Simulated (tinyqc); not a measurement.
# p-n diode with diffusion and depletion-layer recombination: what changes with what

Abrupt junction in the depletion approximation, low injection, full ionisation, neutral widths fixed, ohmic contact on the p side. Vj is the junction voltage; where a series resistance Rs is given, V = Vj + J Rs is the terminal voltage.

Inputs (values chosen for the exercise); band and dielectric values close to those of gallium nitride: temperature T = 300 K; band gap Eg = 3.42 eV; relative permittivity eps_r = 9.37; conduction-band density of states at T Nc = 2.32e18 cm^-3; valence-band density of states at T Nv = 4.61e19 cm^-3; acceptor density Na = 7e17 cm^-3; donor density Nd = 2.6e15 cm^-3; electron mobility in the p side mun = 280 cm^2/(V s); hole mobility in the n side mup = 26 cm^2/(V s); electron lifetime tn = 4e-8 s; hole lifetime tp = 1e-9 s; neutral width of the p side wp = 18 um; neutral width of the n side wn = 15 um; recombination velocity at the n contact Sp = 1e7 cm/s; series resistance Rs = 0.016 ohm cm^2; trap level above the intrinsic level Et = 0 eV; junction voltage at which recombination is evaluated Vj = 1.33 V.

Constants: q = 1.602176634e-19 C, kB = 1.380649e-23 J/K, Vt = kB T/q, eps0 = 8.8541878128e-14 F/cm where lengths are in cm. Results are converted to the units shown.

Each table varies one quantity; the others keep the values above.

## Currents and ideality against junction voltage

ni = sqrt(Nc Nv) exp(-Eg/(2 Vt)), Eg in volts; D = mu Vt; Ln = sqrt(Dn tn), Lp = sqrt(Dp tp); J0n = q ni^2 Dn coth(wp/Ln)/(Ln Na); J0p = (q ni^2 Dp/(Lp Nd)) (s + tanh(wn/Lp))/(1 + s tanh(wn/Lp)), s = Sp Lp/Dp. J_diff = (J0n + J0p)(exp(Vj/Vt) - 1). Vbi = Vt ln(Na Nd/ni^2), W = sqrt(2 eps0 eps_r (Vbi - Vj)(1/Na + 1/Nd)/q), xp = W Nd/(Na + Nd), xn = W Na/(Na + Nd); u(x) = q Na (x + xp)^2/(2 eps0 eps_r) for x < 0 and Vbi - Vj - q Nd (xn - x)^2/(2 eps0 eps_r) for x > 0; p = Na exp(-u/Vt), n = Nd exp((u - Vbi + Vj)/Vt); U = ni^2 (exp(Vj/Vt) - 1)/(tp (n + ni exp(Et/Vt)) + tn (p + ni exp(-Et/Vt))); J_scr = q times the integral of U from -xp to xn. J = J_diff + J_scr. Ideality = (1/Vt) dVj/d ln J or (1/Vt) dV/d ln J; last column ni^2 exp(Vj/Vt)/N^2.

Currents and ideality against junction voltage:

| Vj (V) | J_diff (A/cm^2) | J_scr (A/cm^2) | J (A/cm^2) | V (V) | ideality against Vj | ideality against V | minority/doping, lighter side |
|---|---|---|---|---|---|---|---|
| 0.78 | 7.646e-37 | 2.182e-20 | 2.182e-20 | 0.7800 | 1.976 | 1.976 | 7.066e-38 |
| 1.05 | 2.626e-32 | 4.331e-18 | 4.331e-18 | 1.050 | 1.972 | 1.972 | 2.427e-33 |
| 1.33 | 1.328e-27 | 1.058e-15 | 1.058e-15 | 1.330 | 1.967 | 1.967 | 1.227e-28 |
| 1.6 | 4.559e-23 | 2.155e-13 | 2.155e-13 | 1.600 | 1.961 | 1.961 | 4.213e-24 |
| 1.87 | 1.565e-18 | 4.493e-11 | 4.493e-11 | 1.870 | 1.950 | 1.950 | 1.447e-19 |
| 2.14 | 5.376e-14 | 9.720e-9 | 9.720e-9 | 2.140 | 1.933 | 1.933 | 4.968e-15 |
| 2.41 | 1.846e-9 | 2.263e-6 | 2.265e-6 | 2.410 | 1.892 | 1.892 | 1.706e-10 |
| 2.68 | 6.339e-5 | 6.616e-4 | 7.250e-4 | 2.680 | 1.646 | 1.646 | 5.859e-6 |
| 2.95 | 2.177 | 0.08751 | 2.264 | 2.986 | 1.038 | 2.439 | 0.2012 |

Read the table: what changes, and by how much?

The ideality against Vj falls from 1.98 to 1.04. Diffusion overtakes recombination in the layer between Vj = 2.68 and 2.95 V. J_scr alone has an ideality of 1.97 between the first two rows and 2.14 between the last two. From Vj = 2.95 V the series resistance raises the terminal ideality by over a tenth; there J Rs = 1.4 Vt. Rows from Vj = 2.95 V on lie beyond low injection.

## Effect of the recombination velocity at the n contact

Same model as above.

J = J_diff + J_scr.

Results:

| Sp (cm/s) | J0n (A/cm^2) | J0p (A/cm^2) | J_diff (A/cm^2) | J_scr (A/cm^2) | J_scr/J (%) | wn/Lp |
|---|---|---|---|---|---|---|
| 1 | 1.162e-52 | 6.014e-50 | 1.328e-27 | 1.058e-15 | 100.0 | 57.86 |
| 10 | 1.162e-52 | 6.014e-50 | 1.328e-27 | 1.058e-15 | 100.0 | 57.86 |
| 100 | 1.162e-52 | 6.014e-50 | 1.328e-27 | 1.058e-15 | 100.0 | 57.86 |
| 10000 | 1.162e-52 | 6.014e-50 | 1.328e-27 | 1.058e-15 | 100.0 | 57.86 |
| 1e5 | 1.162e-52 | 6.014e-50 | 1.328e-27 | 1.058e-15 | 100.0 | 57.86 |
| 1e6 | 1.162e-52 | 6.014e-50 | 1.328e-27 | 1.058e-15 | 100.0 | 57.86 |
| 1e7 | 1.162e-52 | 6.014e-50 | 1.328e-27 | 1.058e-15 | 100.0 | 57.86 |

Estimate the missing row, Sp = 1000 cm/s.

Computed row:

| Sp (cm/s) | J0n (A/cm^2) | J0p (A/cm^2) | J_diff (A/cm^2) | J_scr (A/cm^2) | J_scr/J (%) | wn/Lp |
|---|---|---|---|---|---|---|
| 1000 | 1.162e-52 | 6.014e-50 | 1.328e-27 | 1.058e-15 | 100.0 | 57.86 |

With this row back in the table: As Sp goes from 1 to 1e7, J0p stays at 6.01e-50 A/cm^2, J_scr stays at 1.06e-15 A/cm^2 and its share stays at 100 %. J0p crosses its long-base value at Sp = Dp/Lp = 25900 cm/s; with wn/Lp = 58 the contact changes it by a factor of 1.00 over the table.

Numbers from tinyqc (`OMP_NUM_THREADS=1 python tinyqc.py 2260113 2260114 out.jsonl`; about 0.01 s on one thread of a shared Intel Xeon 2.30GHz).
